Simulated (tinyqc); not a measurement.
## CMOS inverter, nodal equation and switching: effect of the gain factor of the pull-up transistor

An n-channel pull-down (bn, VTn) and a p-channel pull-up (bp, VTp) share the input Vin and the output node Vout, which carries the load C. Transistor (EKV form, voltages against the body): I = 2 n b Vt^2 [F(vp - Vs) - F(vp - Vd)] from drain to source, F(v) = ln^2(1 + exp(v/(2 Vt))), vp = (Vg - VT + sg |Vd - Vs|)/n. n-channel bodies are at 0; for the p-channel device all voltages are counted down from Vdd. b in uA/V^2 gives I in uA. Static: In = Ip. Transient: C dVout/dt = Ip - In. No velocity saturation, no gate capacitance beyond C.

VM solves In = Ip with Vin = Vout; VIL and VIH are the inputs of gain -1, NML = VIL - Vout(VIH), NMH = Vout(VIL) - VIH. For a step input the delay to Vdd/2 is tHL = C times the integral of dV/(In - Ip) from Vdd/2 to Vdd at Vin = Vdd, and tLH likewise with Ip - In from 0 to Vdd/2 at Vin = 0.

Parameters, values chosen for the exercise: temperature T = 300 K; supply voltage Vdd = 0.7 V; slope factor n = 1.18; drain-induced barrier lowering sg = 0.083; n-channel threshold VTn = 0.44 V; p-channel threshold (magnitude) VTp = 0.26 V; gain factor of the pull-down transistor bn = 400 uA/V^2; load capacitance C = 0.36 fF.

Constants: q = 1.602176634e-19 C, kB = 1.380649e-23 J/K, Vt = kB T/q. Results are converted to the units shown.

Result of one run:
```
bp (uA/V^2),VM (V),gain at VM,NML (V),NMH (V),tHL (ps),tLH (ps)
190,0.4168,-12.04,0.3517,0.2075,8.063,6.720
```

What becomes of these results when the gain factor of the pull-up transistor bp is changed from 190 to 680 uA/V^2, all else the same?

Result of the changed run:
```
bp (uA/V^2),VM (V),gain at VM,NML (V),NMH (V),tHL (ps),tLH (ps)
680,0.4447,-12.03,0.3824,0.1769,8.063,1.878
```

The whole series:
```
bp (uA/V^2),VM (V),gain at VM,NML (V),NMH (V),tHL (ps),tLH (ps)
80,0.3978,-12.04,0.3306,0.2280,8.063,15.96
120,0.4067,-12.04,0.3405,0.2184,8.063,10.64
190,0.4168,-12.04,0.3517,0.2075,8.063,6.720
290,0.4261,-12.04,0.3619,0.1974,8.063,4.403
440,0.4352,-12.04,0.3719,0.1874,8.063,2.902
680,0.4447,-12.03,0.3824,0.1769,8.063,1.878
1000,0.4532,-12.03,0.3916,0.1675,8.063,1.277
1600,0.4635,-12.02,0.4028,0.1561,8.063,0.7980
```

As bp goes from 80 to 1600 uA/V^2, VM rises from 0.398 to 0.463 V, the size of the gain stays near 12.0, tHL stays near 8.06 ps and tLH falls from 16.0 to 0.798 ps. The smaller margin is largest, 0.228 V, at bp = 80 uA/V^2 among the rows. A stronger pull-up raises VM and trades low-side against high-side margin.

tinyqc, about 0.06 s, one thread, Intel Xeon 2.30GHz (shared host): `OMP_NUM_THREADS=1 python tinyqc.py 2340157 2340158 out.jsonl`
